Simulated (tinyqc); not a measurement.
What moves the zone average: special k points of the fcc lattice.

Lattice vectors in units of a: a1 = (0, 1/2, 1/2), a2 = (1/2, 0, 1/2), a3 = (1/2, 1/2, 0); reciprocal vectors b_i with a_i . b_j = 2 pi delta_ij. Mesh: k = sum_i f_i b_i with f_i = (2 j_i + shift)/(2 N), j_i = 0 .. N-1. The point group of the lattice has 48 operations; only those that map the mesh onto itself are used.

A_m(k) = sum over the m-th star of lattice vectors R of cos(k . R), stars in order of length: m = 1: |R|^2 = 0.5, 12 vectors, such as (1, 0, 0) in the basis a_i; m = 2: |R|^2 = 1, 6 vectors, such as (1, 1, -1) in the basis a_i; m = 3: |R|^2 = 1.5, 24 vectors, such as (2, 0, -1) in the basis a_i; m = 4: |R|^2 = 2, 12 vectors, such as (2, 0, 0) in the basis a_i; m = 5: |R|^2 = 2.5, 24 vectors, such as (2, 1, -1) in the basis a_i; m = 6: |R|^2 = 3, 8 vectors, such as (3, -1, -1) in the basis a_i. The zone mean of every A_m is zero.

Test function, the lower band of a two-band insulator: E(k) = -sqrt(D^2 + (e0 - t A_1(k))^2).

Inputs chosen for the exercise (the lattice of Si, GaAs, Cu and Al; not measured data):

| symbol | value | unit | meaning |
|---|---|---|---|
| D | 2.13 | eV | half gap term |
| t | 0.33 | eV | coupling |
| e0 | 1.45 | eV | offset |
| N | 5 |  | points along each reciprocal vector |
| shift | 0 |  | half steps |

Mean of E over the mesh, and its error against the unshifted mesh with N = 24.

One parameter was then changed.

Results before and after:

| case | mean (eV) | error (meV) | irreducible points |
|---|---|---|---|
| base | -2.7869 | -0.38 | 10 |
| changed | -2.3178 | -1.26 | 10 |

Which of these changes was made? (a) D = 1.491 eV; (b) N = 6; (c) shift = 1; (d) t = 0.429 eV.
Answer: (a) D = 1.491 eV. Of the candidates, run in turn, only this one gives the changed row.

All candidates:

| case | mean (eV) | error (meV) | irreducible points |
|---|---|---|---|
| base | -2.7869 | -0.38 | 10 |
| N = 6 | -2.7864 | 0.06 | 16 |
| shift = 1 | -2.7865 | 0.01 | 19 |
| D = 1.491 eV | -2.3178 | -1.26 | 10 |
| t = 0.429 eV | -2.9267 | -0.59 | 10 |

(tinyqc, `OMP_NUM_THREADS=1 python tinyqc.py 1682048 1682049 out.jsonl`, Intel(R) Xeon(R) Processor @ 2.30GHz, 1 thread, shared host, about 0.3 s.)
